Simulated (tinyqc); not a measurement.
Shallow donor in an anisotropic valley (effective-mass theory), step by step. Values are carried at full precision from step to step, so a last printed digit may differ when a step is redone from the rounded ones.

Constants: Ry = 13.60569312 eV; a0 (Bohr radius) = 0.5291772105 angstrom; hbar^2/2m0 = 3.80998211 eV angstrom^2; e^2/(4 pi eps0) = 14.39964547 eV angstrom.

Values chosen for the exercise (near those of GaP; not measured data):
- ml = 1.951 m0 (longitudinal mass)
- mt = 0.257 m0 (transverse mass)
- eps = 11.3 (dielectric constant)
- a = 13.6 angstrom (trial radius across the axis)
- b = 9 angstrom (trial radius along the axis)

## Hydrogen-like estimates

Ry* = Ry m/eps^2 and a* = a0 eps/m for four choices of one mass: mt, the conductivity mass 3/(1/ml + 2/mt), the density-of-states mass (ml mt^2)^(1/3), and ml.

Estimates:

| mass | m (m0) | Ry* (meV) | a* (angstrom) |
|---|---|---|---|
| mt | 0.2570 | 27.38 | 23.27 |
| conductivity | 0.3617 | 38.54 | 16.53 |
| density of states | 0.5051 | 53.82 | 11.84 |
| ml | 1.9510 | 207.88 | 3.06 |

## Energy of one trial function

One valley: H = -c [(d2/dx2 + d2/dy2)/mt + (d2/dz2)/ml] - q/(eps r), c = hbar^2/2m0, q = e^2/(4 pi eps0). Trial function exp(-sqrt((x^2 + y^2)/a^2 + z^2/b^2)) with a > b: T = (c/3)(2/(mt a^2) + 1/(ml b^2)), V = -(q/eps) atan(u/b)/u, u = sqrt(a^2 - b^2). The central cell of the impurity is left out.

Evaluate T, V and E. Scaling both radii by f changes T to T/f^2 and V to V/f, so the best factor is f = -2T/V, with energy -V^2/(4T).

T = 61.471 meV
V = -105.936 meV
E = -44.466 meV
best scale factor = 1.1605
energy after scaling = -45.642 meV

The virial ratio -V/T is 1.723; it is 2 at the best scale. Scaling gains 1.176 meV.

## Scan over the shape

For each ratio b/a = 0.2, 0.3, ..., 0.9 the best scale follows from a = -2 T1/V1, with T1 and V1 taken at a = 1 angstrom.

Scan:

| b/a | a (angstrom) | b (angstrom) | E (meV) |
|---|---|---|---|
| 0.2 | 29.37 | 5.87 | -30.319 |
| 0.3 | 20.24 | 6.07 | -41.781 |
| 0.4 | 17.31 | 6.92 | -46.554 |
| 0.5 | 16.21 | 8.10 | -47.536 |
| 0.6 | 15.83 | 9.50 | -46.653 |
| 0.7 | 15.80 | 11.06 | -44.918 |
| 0.8 | 15.95 | 12.76 | -42.839 |
| 0.9 | 16.21 | 14.59 | -40.671 |

The best listed ratio is 0.5; (mt/ml)^(1/2) = 0.36 and (mt/ml)^(1/3) = 0.51 are common guesses.

## The minimum

Minimise over a and b. The Mott estimate n_c = (0.25/a_m)^3 uses a_m = (a^2 b)^(1/3); 1/angstrom^3 = 1e24/cm^3.

a = 16.27 angstrom
b = 7.98 angstrom
E = -47.545 meV
a_m = 12.83 angstrom
n_c = 7.39 x 1e18/cm^3

b/a = 0.490. The binding energy is 1.736 times Ry*(mt). The central cell of a real donor shrinks the orbit and raises n_c.

## Checks

- Energy from 21 anisotropic Gaussians against the two-parameter function, meV: -47.66 against -47.55.

Run: tinyqc, `OMP_NUM_THREADS=1 python tinyqc.py 1281872 1281873 out.jsonl`; Intel(R) Xeon(R) Processor @ 2.30GHz, one thread, shared host; about 0.01 s of CPU time with all checks.
